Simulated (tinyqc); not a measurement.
Comparisons within one model: six-band Luttinger-Kohn model with strain. A value that a table varies takes the place of the one given here.

Six-band Luttinger-Kohn model in the basis |3/2,3/2>, |3/2,1/2>, |3/2,-1/2>, |3/2,-3/2>, |1/2,1/2>, |1/2,-1/2>, electron energies, zero at the top of the unstrained valence band. H = -[rows: (P+Q, -S, R, 0, -S/r2, r2 R); (-S*, P-Q, 0, R, -r2 Q, r32 S); (R*, 0, P-Q, S, r32 S*, r2 Q); (0, R*, S*, P+Q, -r2 R*, -S*/r2); (-S*/r2, -r2 Q, r32 S, -r2 R, P+Dso, 0); (r2 R*, r32 S*, r2 Q, -S/r2, 0, P+Dso)], r2 = sqrt(2), r32 = sqrt(3/2). Levels are twofold.

P = c g1 k^2 - av tr(e); Q = c g2 (kx^2 + ky^2 - 2 kz^2) - (b/2)(exx + eyy - 2 ezz); R = c sqrt3 [-g2 (kx^2 - ky^2) + 2i g3 kx ky] + (sqrt3/2) b (exx - eyy) - i d exy; S = 2 c sqrt3 g3 (kx - i ky) kz - d (exz - i eyz); c = hbar^2/2m0, e the strain tensor (not engineering shear).

s11 = (C11 + C12)/((C11 - C12)(C11 + 2 C12)), s12 = -C12/((C11 - C12)(C11 + 2 C12)), s44 = 1/C44; exx = s11 sxx + s12 (syy + szz) and cyclic, exy = s44 sxy/2; tension is positive. A uniaxial stress X along the unit vector n is s_ij = X n_i n_j.

Constants: hbar^2/2m0 = 3.80998211 eV angstrom^2.

Inputs chosen for the exercise (near those of Si; shifted at random, so the results belong to these values and not to a real crystal): Dso = 0.044 eV (spin-orbit splitting); g1 = 4.28 (Luttinger gamma1); g2 = 0.34 (gamma2); g3 = 1.44 (gamma3); av = 2.46 eV (valence hydrostatic potential); b = -2.08 eV (tetragonal shear potential); d = -4.81 eV (trigonal shear potential); C11 = 166.7 GPa; C12 = 63.7 GPa; C44 = 79 GPa; load = uniaxial [110] (kind of stress); X1 = 1.8 GPa (size of the stress); E_h = 25 meV (hole energy below the top); X = 1.38 GPa (stress).

## Sweep of a uniaxial [110] stress

Edges at k = 0 and curvature masses of the top pair along [110] and [001] (step 0.0002 1/angstrom); at zero stress the top is fourfold and has no single curvature.

Edges and masses:
```
X (GPa)  top (eV)  second (eV)  third (eV)  splitting (meV)  m [110]  m [001]
-2.10      0.0476      -0.0554     -0.0889            102.9    0.114    0.276
-1.40      0.0292      -0.0370     -0.0713             66.2    0.116    0.275
-0.70      0.0122      -0.0186     -0.0552             30.7    0.122    0.270
0.00       0.0000       0.0000     -0.0440              0.0        -        -
0.70       0.0187       0.0013     -0.0464             17.4    0.462    0.211
1.40       0.0375       0.0139     -0.0603             23.6    0.432    0.207
2.10       0.0565       0.0300     -0.0778             26.5    0.408    0.203
```

The splitting reaches 102.9 meV under compression and 26.5 meV under the same tension; linear shear terms alone would make the two equal, and the difference comes from the coupling to the split-off band. At the ends of the sweep the top pair has a mass along [110] of 0.114 under compression and 0.408 under tension, so compression gives the lighter holes along [110]; along [001] it has 0.276 and 0.203. The top edge itself moves by +48 and +56 meV.

## Which stress helps holes along [110]

Each load has size X1 (biaxial: sxx = syy); masses are curvatures of the top pair at k = 0.

Results:
```
load                         splitting (meV)  top edge (meV)  m [110]  m [001]
uniaxial [110], compression             87.1            39.6    0.115    0.276
uniaxial [110], tension                 25.4            48.4    0.418    0.204
uniaxial [100], compression             97.8            46.4    0.217    0.276
uniaxial [100], tension                 25.0            51.4    0.243    0.216
uniaxial [111], compression             84.0            37.3    0.142    0.234
uniaxial [111], tension                 24.3            46.7    0.352    0.234
biaxial (001), compression              25.0             6.2    0.216    0.278
biaxial (001), tension                  97.8            91.5    0.276    0.179
```

The lightest mass along [110] (0.115) comes with uniaxial [110], compression. The largest splitting (97.8 meV) comes with uniaxial [100], compression; biaxial (001), tension. The heaviest mass along [001] (0.278), which lowers the confinement energy in a (001) channel, comes with biaxial (001), compression. The splitting per GPa follows b (s11 - s12) for loads along cube axes and d s44 for [111]: here 2 |b| (s11 - s12) = 40.4 and |d| s44/sqrt3 = 35.2 meV per GPa in the limit of large Dso; where the splitting nears Dso, mixing with the split-off band makes it depend on the sign of the load.

## Warping of the constant-energy contours (six-band Luttinger-Kohn model)

No strain (e = 0). In the plane kz = 0, |k| where the top and second pairs lie E_h below the top, against the angle from [100]; m = c k^2/E_h.

Contours:
```
angle (degrees)  k top (1/angstrom)  k second (1/angstrom)  m top (m0)  m second (m0)
0                            0.0427                 0.0368       0.278          0.206
9                            0.0450                 0.0360       0.308          0.198
18                           0.0512                 0.0349       0.399          0.185
27                           0.0628                 0.0340       0.601          0.176
36                           0.0842                 0.0335       1.080          0.172
45                           0.1040                 0.0334       1.650          0.170
```

The heavy contour reaches 2.437 times as far along [110] as along [100], the light one 0.907 times. The warping follows g3 - g2 = 1.10 and would vanish for g2 = g3. Along [100] the heavy mass is 1/(g1 - 2 g2) = 0.278 at any energy, while the light one is 0.2064, against 1/(g1 + 2 g2) = 0.2016 at the edge, for E_h/Dso = 0.57.

## What each parameter does

Edges at k = 0 under a uniaxial [110] stress X and the curvature mass of the top pair along [110] (step 0.0002 1/angstrom). Each row changes one parameter from the base and keeps the others.

Results:
```
case              top (eV)  second (eV)  third (eV)  mass (m0)
base                0.0370       0.0135     -0.0598      0.433
g1 = 3.424          0.0370       0.0135     -0.0598      0.688
C44 = 94.8 GPa      0.0350       0.0104     -0.0547      0.373
av = 1.968 eV       0.0347       0.0112     -0.0622      0.433
C11 = 133.36 GPa    0.0468       0.0126     -0.0644      0.317
d = -3.848 eV       0.0346       0.0097     -0.0537      0.364
g2 = 0.408          0.0370       0.0135     -0.0598      0.444
b = -1.664 eV       0.0354       0.0127     -0.0574      0.570
```

The largest shifts from the base row, up to three for each result and ties (the steps differ in size, so this ranks the rows, not the parameters). top (eV): C11 +0.0098, d -0.0024, av -0.0023; unchanged at the printed digits by g1 and g2. second (eV): d -0.0038, C44 -0.0031, av -0.0023; unchanged at the printed digits by g1 and g2. third (eV): d +0.0061, C44 +0.0051, C11 -0.0045; unchanged at the printed digits by g1 and g2. mass (m0): g1 +0.255, b +0.137, C11 -0.116; unchanged at the printed digits by av. The Luttinger parameters multiply k^2 and cannot move the edges; av shifts all edges alike and leaves the mass.

Program tinyqc; command `OMP_NUM_THREADS=1 python tinyqc.py 1080349 1080350 out.jsonl`; about 0.03 s on one thread of a shared Intel(R) Xeon(R) Processor @ 2.30GHz.
